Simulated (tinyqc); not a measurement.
What each value does: bond-orbital model of a tetrahedral semiconductor (Harrison's universal couplings).

Hybrid level eh = (es + 3 ep)/4; metallic energy V1 = (ep - es)/4 for each atom; covalent energy V2 = 3.22 hbar^2/(m d^2); polar energy V3 = (ehc - eha)/2; hbar^2/m = 2c, c = hbar^2/2m0. Polarity ap = V3/sqrt(V2^2 + V3^2), covalency ac = V2/sqrt(V2^2 + V3^2). p-p coupling at Gamma Exx = (4/3)(2.22 - 2 x 0.63) hbar^2/(m d^2) = 1.28 hbar^2/(m d^2), s-s coupling Ess = 4 x 1.32 hbar^2/(m d^2).

Constants: hbar^2/2m0 = 3.80998211 eV angstrom^2.

Inputs chosen for the exercise (near tabulated values for ZnSe; the model gives trends, and its gaps can be far from the real ones; not measured data): esc = -7.87 eV (s level, cation); epc = -3.98 eV (p level, cation); esa = -22.6 eV (s level, anion); epa = -10.63 eV (p level, anion); d = 2.46 angstrom (bond length).

The bond-antibond splitting is 2 sqrt(V2^2 + V3^2). E0 is the upper root of [[esa, 5.28 u], [5.28 u, esc]] less the lower root of [[epa, 1.28 u], [1.28 u, epc]], u = hbar^2/(m d^2).

Results for these values:

| case | ap | bond-antibond splitting (eV) | Ev (eV) | E0 (eV) |
|---|---|---|---|---|
| base | 0.7303 | 11.871 | -11.000 | 5.687 |

What happens to each result for esa = -22.1 eV, all else kept?

Answer: ap falls from 0.7303 to 0.7254; bond-antibond splitting falls from 11.871 to 11.780; Ev does not change at the printed digits; E0 rises from 5.687 to 5.753.

The same for each parameter in turn:

| case | ap | bond-antibond splitting (eV) | Ev (eV) | E0 (eV) |
|---|---|---|---|---|
| base | 0.7303 | 11.871 | -11.000 | 5.687 |
| esc = -7.37 eV | 0.7352 | 11.963 | -11.000 | 6.124 |
| epc = -3.48 eV | 0.7446 | 12.148 | -10.977 | 5.663 |
| esa = -22.1 eV | 0.7254 | 11.780 | -11.000 | 5.753 |
| epa = -10.13 eV | 0.7151 | 11.600 | -10.527 | 5.214 |
| d = 2.51 angstrom | 0.7439 | 11.655 | -10.973 | 5.486 |

Computed by tinyqc, a small Python program: `OMP_NUM_THREADS=1 python tinyqc.py 1450255 1450256 out.jsonl` (the numbers bound the seed that draws the inputs); one thread of a shared host (Intel(R) Xeon(R) Processor @ 2.30GHz), about 0.01 s for the whole set of steps.
